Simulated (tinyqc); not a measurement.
Pariser-Parr-Pople SCF with singles CI, for the molecule Fc1cnc2[nH]cnc2n1 (SMILES; centres numbered as the heavy atoms are written), step by step. One step of it, computed by the program tinyqc.

Problem. Iteration 3: orbitals and new P. Diagonalise F (the basis is taken as orthonormal) and form P = 2 sum c c over the lowest orbitals; 0.3 of the old P is kept.

F (eV):
```
             1F         2C         3C         4N         5C          6N         7C         8N
1F   -17.668403  -2.620622   0.179415   0.028741  -0.075649    0.013160   0.019039  -0.023659
2C    -2.620622  -5.305431  -3.977310  -0.123140   0.516472   -0.097813  -0.115145   0.138447
3C     0.179415  -3.977310  -5.395233  -4.398001   0.268910    0.119611  -0.214810  -0.082411
4N     0.028741  -0.123140  -4.398001  -7.806715  -4.120015    0.221043   0.125843  -0.081348
5C    -0.075649   0.516472   0.268910  -4.120015  -5.877205   -3.381524   0.495528   0.277015
6N     0.013160  -0.097813   0.119611   0.221043  -3.381524  -10.356172  -3.861900   0.556892
7C     0.019039  -0.115145  -0.214810   0.125843   0.495528   -3.861900  -6.152243  -4.431034
8N    -0.023659   0.138447  -0.082411  -0.081348   0.277015    0.556892  -4.431034  -7.698530
9C    -0.011316   0.148156   0.488530  -0.068743  -3.820751    0.340039   0.100101  -3.971046
10N    0.236072  -4.414670  -0.043554   0.568594  -0.160800   -0.088492   0.264161   0.196822

            9C        10N
1F   -0.011316   0.236072
2C    0.148156  -4.414670
3C    0.488530  -0.043554
4N   -0.068743   0.568594
5C   -3.820751  -0.160800
6N    0.340039  -0.088492
7C    0.100101   0.264161
8N   -3.971046   0.196822
9C   -4.902801  -4.008497
10N  -4.008497  -7.357268
```

pi electrons, sum of z_r less the charge = 12

P after iteration 2:
```
            1F         2C         3C         4N         5C         6N         7C         8N
1F    1.974502   0.165245  -0.082479  -0.018197   0.053432  -0.011572  -0.018096   0.019160
2C    0.165245   0.915810   0.593716   0.062490  -0.293668   0.070793   0.094773  -0.096354
3C   -0.082479   0.593716   0.893868   0.689416  -0.138904  -0.079956   0.176802   0.061909
4N   -0.018197   0.062490   0.689416   1.199358   0.588141  -0.108944  -0.085221   0.053789
5C    0.053432  -0.293668  -0.138904   0.588141   1.058573   0.385475  -0.244903  -0.134423
6N   -0.011572   0.070793  -0.079956  -0.108944   0.385475   1.644433   0.547559  -0.251712
7C   -0.018096   0.094773   0.176802  -0.085221  -0.244903   0.547559   0.849395   0.701266
8N    0.019160  -0.096354   0.061909   0.053789  -0.134423  -0.251712   0.701266   1.307459
9C    0.007214  -0.076529  -0.277763   0.034889   0.535157  -0.155667  -0.049473   0.533549
10N  -0.107509   0.695577   0.022103  -0.313616   0.081616   0.056292  -0.178883  -0.101950

            9C        10N
1F    0.007214  -0.107509
2C   -0.076529   0.695577
3C   -0.277763   0.022103
4N    0.034889  -0.313616
5C    0.535157   0.081616
6N   -0.155667   0.056292
7C   -0.049473  -0.178883
8N    0.533549  -0.101950
9C    0.936525   0.547382
10N   0.547382   1.220078
```

Give: orbital energies; P after iteration 3.

Solution.

orbital energies (eV): [-18.3018, -15.1661, -13.0135, -12.3048, -10.2542, -9.6108, -2.0652, -0.4017, 0.1877, 2.4104]

P after iteration 3:
```
          1F       2C       3C       4N       5C       6N       7C       8N
1F    1.9718   0.1751  -0.0864  -0.0163   0.0560  -0.0128  -0.0197   0.0213
2C    0.1751   0.9025   0.5947   0.0389  -0.2909   0.0736   0.0991  -0.1047
3C   -0.0864   0.5947   0.9213   0.6954  -0.1413  -0.0825   0.1791   0.0458
4N   -0.0163   0.0389   0.6954   1.2059   0.5856  -0.1122  -0.0950   0.0517
5C    0.0560  -0.2909  -0.1413   0.5856   1.0304   0.4102  -0.2394  -0.1133
6N   -0.0128   0.0736  -0.0825  -0.1122   0.4102   1.6206   0.5561  -0.2754
7C   -0.0197   0.0991   0.1791  -0.0950  -0.2394   0.5561   0.9046   0.7229
8N    0.0213  -0.1047   0.0458   0.0517  -0.1133  -0.2754   0.7229   1.3075
9C    0.0071  -0.0730  -0.2859   0.0482   0.5443  -0.1605  -0.0719   0.5134
10N  -0.1128   0.6965   0.0340  -0.3134   0.0782   0.0574  -0.1742  -0.0840

          9C      10N
1F    0.0071  -0.1128
2C   -0.0730   0.6965
3C   -0.2859   0.0340
4N    0.0482  -0.3134
5C    0.5443   0.0782
6N   -0.1605   0.0574
7C   -0.0719  -0.1742
8N    0.5134  -0.0840
9C    0.9234   0.5559
10N   0.5559   1.2120
```
